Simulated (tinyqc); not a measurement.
What each parameter does: pair of shallow donors (hydrogen-like orbitals).

Each donor has the orbital exp(-r/a); energy unit Ha* = q/(eps a), q = e^2/(4 pi eps0), so that a lone donor is bound by Ha*/2; x = R/a. One electron: S = (1 + x + x^2/3) exp(-x), j = 1/x - (1 + 1/x) exp(-2x), k = (1 + x) exp(-x); levels E(+/-) = -1/2 - (j +/- k)/(1 +/- S) in Ha*, without the repulsion of the ions, split by D = |E(-) - E(+)|. In six valleys the overlaps S and k are multiplied by v = [cos(K Rx) + cos(K Ry) + cos(K Rz)]/3, K = k0 (2 pi/a_lat), for isotropic envelopes and the symmetric valley state.

Two electrons, Heitler-London: with S' = (1 - x + x^2/3) exp(x), C = 1/x - exp(-2x)(1/x + 11/8 + 3x/4 + x^2/6), X = (1/5){exp(-2x)(25/8 - 23x/4 - 3x^2 - x^3/3) + (6/x)[S^2 (0.5772157 + ln x) + S'^2 Ei(-4x) - 2 S S' Ei(-2x)]}, Q = C - 2j + 1/x and A = X - 2 S k + S^2/x, the singlet and triplet lie at (Q +/- w A)/(1 +/- w S^2) from two lone donors, with the valley weight w = v^2; the exchange is J = triplet - singlet.

Constants: e^2/(4 pi eps0) = 14.39964547 eV angstrom.

Inputs chosen for the exercise (near those of two donors in Si; not measured data): a = 16 angstrom (orbital radius); eps = 11.2 (dielectric constant); n = (16.25, 0.25, 0.25) a_lat (separation vector); a_lat = 5.431 angstrom (lattice constant); k0 = 0.842 2 pi/a_lat (valley position).

x, D = |E(-) - E(+)| and J.

Results for these values:
```
case      x  D (meV)  J (micro-eV)
base  5.517  0.06004         0.112
```

What happens to each result for eps = 12.3, all else kept?

Answer: x does not change at the printed digits; D falls from 0.06004 to 0.05467; J falls from 0.112 to 0.102.

The same for each parameter in turn:
```
case                               x  D (meV)  J (micro-eV)
base                           5.517  0.06004         0.112
a = 14.4 angstrom              6.130  0.04055        0.0460
eps = 12.3                     5.517  0.05467         0.102
k0 = 0.822 2 pi/a_lat          5.517  0.05516        0.0943
n = (17.25, 0.25, 0.25) a_lat  5.857   0.2844          2.51
```

Run: tinyqc, `OMP_NUM_THREADS=1 python tinyqc.py 1251955 1251956 out.jsonl`; Intel(R) Xeon(R) Processor @ 2.30GHz, one thread, shared host; about 0.01 s of CPU time with all checks.
